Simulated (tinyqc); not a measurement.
Dopant redistribution at a moving silicon-oxide interface during parabolic oxidation: one step, computed by the program tinyqc.

Uniformly doped silicon is oxidised with x_ox = sqrt(B t); the interface advances into the silicon by alpha x_ox, alpha = 0.44. The dopant does not move in the oxide, and at the interface C(silicon) = m C(oxide).

Problem. Rates. D = D0 exp(-E/(k_B T)), converted with 1 cm^2/s = 3.6e11 um^2/h; B = B0 exp(-E_B/(k_B T)); s = alpha sqrt(B/(4 D)), the interface advance over 2 sqrt(D t). Temperatures in kelvin are T(C) + 273.15.

Inputs (values chosen for the exercise, modelled on boron in silicon under dry oxygen):

| quantity | value | unit |
|---|---|---|
| dopant prefactor D0 | 0.805 | cm^2/s |
| dopant activation energy E | 3.52 | eV |
| oxidation prefactor B0 | 698 | um^2/h |
| oxidation activation energy E_B | 1.23 | eV |
| temperature T | 1200 | C |
| time t | 5.3 | h |

Constants: k_B = 8.617333262e-05 eV/K.

Give: D; B; s; oxide thickness; diffusion length 2 sqrt(D t).

Solution.

D = 0.2629 um^2/h

B = 0.04324 um^2/h

s = 0.08922

oxide thickness = 0.4787 um

diffusion length 2 sqrt(D t) = 2.361 um

Diffusion outruns the interface. Caution: parabolic growth needs an oxide much thicker than the Deal-Grove length A, which fails for thin films and low temperatures; oxidation-enhanced or retarded diffusion is ignored.
